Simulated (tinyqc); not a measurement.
CMOS inverter, nodal equation and switching: one step of the calculation.

An n-channel pull-down (bn, VTn) and a p-channel pull-up (bp, VTp) share the input Vin and the output node Vout, which carries the load C. Transistor (EKV form, voltages against the body): I = 2 n b Vt^2 [F(vp - Vs) - F(vp - Vd)] from drain to source, F(v) = ln^2(1 + exp(v/(2 Vt))), vp = (Vg - VT + sg |Vd - Vs|)/n. n-channel bodies are at 0; for the p-channel device all voltages are counted down from Vdd. b in uA/V^2 gives I in uA. Static: In = Ip. Transient: C dVout/dt = Ip - In. No velocity saturation, no gate capacitance beyond C.

Question. Output voltage by Newton steps. f = In - Ip at (Vin, Vout); G = df/dVout by a central difference with +/- 1e-6 V; Vout(new) = Vout - f/G.

Inputs (values chosen for the exercise): temperature T = 273 K; supply voltage Vdd = 0.75 V; slope factor n = 1.29; drain-induced barrier lowering sg = 0.036; n-channel threshold VTn = 0.25 V; p-channel threshold (magnitude) VTp = 0.31 V; gain factor of the pull-down transistor bn = 470 uA/V^2; gain factor of the pull-up transistor bp = 140 uA/V^2; input voltage Vin = 0.44 V.

Constants: q = 1.602176634e-19 C, kB = 1.380649e-23 J/K, Vt = kB T/q. Results are converted to the units shown.

Vout after iteration 1 = -2.4111126 V

Wanted: In; Ip; G; Vout after iteration 2.

Answer.

In = -2076.0 uA
Ip = 0.81376 uA
G = 1633.2 uS
Vout after iteration 2 = -1.1395 V

The value that enters this step is an overshoot, farther from the solution than the start was, so its intermediate quantities are not physical.

Computed by the program tinyqc: `OMP_NUM_THREADS=1 python tinyqc.py 2340099 2340100 out.jsonl`, one thread of a shared Intel Xeon 2.30GHz, about 0.04 s for the whole run.
